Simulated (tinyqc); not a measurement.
Worked calculation: gated graphene: carriers, quantum capacitance and optical conductivity. Values are carried at full precision from step to step, so a last printed digit may differ when a step is redone from the rounded ones.

Cones E = +/- hv |k|, four flavours, D(E) = 2|E|/(pi hv^2). n = (2/pi)(kT/hv)^2 F_1(mu/kT), p = (2/pi)(kT/hv)^2 F_1(-mu/kT), in 1/angstrom^2 (1e16 for 1/cm^2); F_1(eta) = integral_0^infinity x dx/(1 + exp(x - eta)). Cq/e^2 = d(n - p)/d mu = (2 kT/(pi hv^2)) ln(2 + 2 cosh(mu/kT)).

Gate: V = mu/e + e (n - p)/Cox with Cox/e^2 = k/(4 pi e2 t), t in angstrom, e2 = e^2/(4 pi eps0); 1/(eV angstrom^2) in C/e^2 equals 1602.176634 microfarad/cm^2; total 1/C = 1/Cox + 1/Cq.

Constants: kB = 8.617333262e-05 eV/K; e^2/(4 pi eps0) = 14.39964547 eV angstrom; fine-structure constant alpha = 0.007297352564.

Parameters, chosen for this exercise (Fermi velocity near that of graphene, gate dielectric near hBN; not measured data):
```
symbol  value  unit         meaning
hv      6.32   eV angstrom  hbar vF
T       400    K
k       3.56                dielectric constant of the gate layer
t       5      nm           its thickness
V       2.69   V            gate voltage from the neutrality point
E       0.625  eV           photon energy
Gm      10     meV          intraband damping
```

## Chemical potential at the gate voltage

Solve the gate equation for mu.

Cox = 0.6304 microfarad/cm^2
mu = 0.3352 eV
n = 9.27e+12 1/cm^2
p = 1.13e+07 1/cm^2

mu takes 12.5 % of the gate voltage; the zero-temperature rule |mu| = hv sqrt(pi |n - p|) gives 0.3410 eV.

## Quantum capacitance

1/(eV angstrom^2) in C/e^2 equals 1602.176634 microfarad/cm^2; 1/C = 1/Cox + 1/Cq.

Cq = 8.560 microfarad/cm^2
C = 0.5872 microfarad/cm^2
Cq at mu = 0 = 1.220 microfarad/cm^2

C is 0.931 of Cox.

## Optical conductivity at one energy

Conductivity over sigma0 = e^2/(4 hbar): interband Re = sinh(E/2kT)/(cosh(mu/kT) + cosh(E/2kT)); intraband Re = (8 kT/pi) ln(2 cosh(mu/2kT)) Gm/(E^2 + Gm^2). A free sheet absorbs about pi alpha_f Re(sigma/sigma0), alpha_f the fine-structure constant (alpha among the constants).

Evaluate both parts and the absorption.

interband = 0.3411
intraband = 0.0109
absorption = 0.807 %

E is within 2 kT of 2|mu| = 0.6704 eV; at this temperature interband transitions are about half blocked; the universal value is pi alpha_f = 2.293 %.

## Checks

- Cq/e^2 against the finite difference of n - p (1/(eV angstrom^2)): both 0.005343.

(tinyqc, `OMP_NUM_THREADS=1 python tinyqc.py 1650216 1650217 out.jsonl`, Intel(R) Xeon(R) Processor @ 2.30GHz, 1 thread, shared host, about 0.01 s.)
